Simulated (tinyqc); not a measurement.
## Carrier lifetime of a p-type layer with SRH, radiative, Auger and surface recombination: lifetime against injection

Uniform excess density dn = dp (no trapping), n = n0 + dn, p = p0 + dn, Boltzmann statistics, full ionisation. Surfaces enter as a rate 2 S dn/d, which holds while diffusion to them is fast.

ni = sqrt(Nc Nv) exp(-Eg/(2 Vt)), Eg in volts; majority density N/2 + sqrt(N^2/4 + ni^2), n0 p0 = ni^2; n1 = Nc exp(-Et/Vt), p1 = Nv exp((Et - Eg)/Vt); tn0 = 1/(sn vth Nt), tp0 = 1/(sp vth Nt). With e = n p - ni^2 = dn (n0 + p0 + dn): U_SRH = e/(tp0 (n + n1) + tn0 (p + p1)), U_rad = B e, U_Aug = (Cn n + Cp p) e, U_s = 2 S dn/d. Each tau is dn over its rate; tau = dn/U with U the sum.

Values chosen for this exercise; band and dielectric values those of a made-up semiconductor:
```
symbol,value,unit,meaning
T,400,K,temperature
Eg,0.946,eV,band gap
Nc,3.62e19,cm^-3,conduction-band density of states at T
Nv,3.22e19,cm^-3,valence-band density of states at T
B,4.4e-15,cm^3/s,radiative coefficient
N,6.6e15,cm^-3,acceptor density
Cn,5.2e-31,cm^6/s,Auger coefficient (two electrons)
Cp,1.4e-31,cm^6/s,Auger coefficient (two holes)
Nt,4.5e12,cm^-3,trap density
sn,2e-14,cm^2,capture cross-section for electrons
sp,1e-16,cm^2,capture cross-section for holes
vth,1.8e7,cm/s,thermal velocity (both carriers)
Et,0.62,eV,trap level below the conduction band
S,0,cm/s,surface recombination velocity (both faces)
d,1,um,sample thickness
```

Constants: q = 1.602176634e-19 C, kB = 1.380649e-23 J/K, Vt = kB T/q. Results are converted to the units shown.

Result of one run:
```
dn (cm^-3),tau_SRH (s),tau_rad (s),tau_Aug (s),tau (s),radiative share (%),largest path
1e13,1.053e-6,0.03438,0.1625,1.053e-6,0.003063,SRH
```

What becomes of these results when the excess density dn is changed from 1e13 to 1e14 cm^-3, all else the same?

Result of the changed run:
```
dn (cm^-3),tau_SRH (s),tau_rad (s),tau_Aug (s),tau (s),radiative share (%),largest path
1e14,2.706e-6,0.03392,0.1507,2.705e-6,0.007976,SRH
```

The whole series:
```
dn (cm^-3),tau_SRH (s),tau_rad (s),tau_Aug (s),tau (s),radiative share (%),largest path
1e11,8.687e-7,0.03443,0.1639,8.687e-7,0.002523,SRH
1e12,8.855e-7,0.03443,0.1638,8.855e-7,0.002572,SRH
1e13,1.053e-6,0.03438,0.1625,1.053e-6,0.003063,SRH
1e14,2.706e-6,0.03392,0.1507,2.705e-6,0.007976,SRH
1e15,1.708e-5,0.02990,0.08306,1.706e-5,0.05707,SRH
1e16,7.509e-5,0.01369,0.008006,7.399e-5,0.5404,SRH
1e17,1.164e-4,0.002132,1.402e-4,6.176e-5,2.897,SRH
1e18,1.233e-4,2.258e-4,1.503e-6,1.475e-6,0.6534,Auger
1e19,1.240e-4,2.271e-5,1.514e-8,1.513e-8,0.06660,Auger
```

SRH recombination leads at dn = 1e11, Auger from 1e18 on. The total lifetime goes from 8.69e-7 through a maximum of 7.40e-5 (at dn = 1e16 among the rows listed) to 1.51e-8 s. tau_SRH goes from 8.69e-7 s (low-injection limit 8.67e-7 s) to 1.24e-4 s (high-injection limit tn0 + tp0 = 1.24e-4 s). Between the last two rows tau_rad goes as dn^(-1.00) and tau_Aug as dn^(-2.00); the radiative share goes from 0.00252 through a maximum of 2.90 (at dn = 1e17 among the rows listed) to 0.0666 %. For dn = 1e19 the carriers are degenerate, where B and the Auger coefficients no longer stay constant.

Computed by the program tinyqc: `OMP_NUM_THREADS=1 python tinyqc.py 2300102 2300103 out.jsonl`, one thread of a shared Intel Xeon 2.30GHz, about 0.01 s for the whole run.
